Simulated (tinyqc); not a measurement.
Interstitial-substitutional diffusion of a fast metal impurity in a wafer (kick-out and dissociative mechanisms): one step, computed by the program tinyqc. Command: `OMP_NUM_THREADS=1 python tinyqc.py 3020311 3020312 out.jsonl kickout walk`. One thread of a shared host (Intel(R) Xeon(R) Processor @ 2.30GHz), about 0.3 s of CPU time with the checks.

The metal moves as an interstitial A_i and dissolves on lattice sites either by kicking out a self-interstitial (A_i = A_s + I) or by filling a vacancy (A_i + V = A_s). With A_i at its solubility, local equilibrium and c = C_s/C_s*, self-interstitials and vacancies obey C_I/C_I* = 1/c and C_V/C_V* = c.

Question. Diffusivity against concentration. In defect-free silicon dc/dt = d/dx [(D_K/c^2 + D_F) dc/dx], c = 1 at both faces. D_K = D_I C_I*/C_s* and D_F = D_V C_V*/C_s*. The two terms are equal at c* = sqrt(D_K/D_F). Take c = 1, 0.5, 0.2, 0.1, 0.03 and 0.01.

Inputs (values chosen for the exercise, loosely like those of a heavy transition metal in silicon): temperature T = 875 C.

D_K = 1.352489e-11 cm^2/s

D_F = 1.665551e-11 cm^2/s

Give: c*; Effective diffusivity (cm^2/s).

Answer.

c* = 0.90113

Effective diffusivity (cm^2/s):
```
c,kick-out term,total
1.00,1.3525e-11,3.0180e-11
0.50,5.4100e-11,7.0755e-11
0.20,3.3812e-10,3.5478e-10
0.10,1.3525e-09,1.3691e-09
0.03,1.5028e-08,1.5044e-08
0.01,1.3525e-07,1.3527e-07
```
